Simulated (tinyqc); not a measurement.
The first four gaps: longitudinal sound in a periodic multilayer: transfer matrices, stop bands and folded phonons. Computed by tinyqc, a small Python program. Command: `OMP_NUM_THREADS=1 python tinyqc.py 3024779 3024780 out.jsonl multilayer walk`. One thread of a shared host (Intel(R) Xeon(R) Processor @ 2.30GHz), about 0.01 s of CPU time with the checks.

Layers 1 and 2 repeat with period d = d_1 + d_2; waves travel normal to the layers, without loss. State vector (u, s): displacement u and stress divided by omega. Impedances Z = rho v are in 1e6 kg/(m^2 s).

Inputs (values chosen for the exercise, modelled on silica (layer 1), aluminium nitride (layer 2) and silicon (substrate)): density rho_1 = 2.17 g/cm^3; velocity v_1 = 6070 m/s; thickness d_1 = 189 nm; density rho_2 = 3.2 g/cm^3; velocity v_2 = 10900 m/s; thickness d_2 = 846 nm; substrate density = 2.37 g/cm^3; substrate velocity = 8310 m/s.

Method:
- Z = rho v; interface reflection r = (Z_2 - Z_1)/(Z_2 + Z_1) (stress amplitude, from 1 into 2); Bragg frequency f_B = 1/[2 (d_1/v_1 + d_2/v_2)]; long-wave velocity v_eff = d/sqrt[(d_1/v_1)^2 + (d_2/v_2)^2 + (Z_1/Z_2 + Z_2/Z_1)(d_1/v_1)(d_2/v_2)].
- A layer maps (u, s) by [[cos p, sin p/Z], [-Z sin p, cos p]], p = 2 pi f d_i/v_i; one period is M = M_2 M_1, and cos(q d) = trace(M)/2.
- Gap m contains m f_B; its edges, where trace(M)/2 = (-1)^m, are found by root search. Weak-contrast estimate of the width: (4 f_B/pi) |r sin(m pi a)|, a = (d_1/v_1)/(d_1/v_1 + d_2/v_2).

Bragg frequency f_B = 4.59764 GHz

Z_1 = 13.1719

Z_2 = 34.88

interface reflection r = 0.451764

Stop bands (GHz):
```
m  lower edge  upper edge   width  weak-contrast estimate
1       3.402       5.528  2.1255                  2.0707
2       7.945      10.567  2.6214                  2.5760
3      13.309      14.484  1.1743                  1.1340
4      17.681      18.888  1.2065                  1.1653
```

With a = 0.286, gap 2 is the widest and gap 3 the narrowest; gap m closes when m a is a whole number. The weak-contrast estimate misses the first width by -2.6 % at |r| = 0.45. Odd gaps open at the edge of the folded zone (q = pi/d), even ones at its centre.
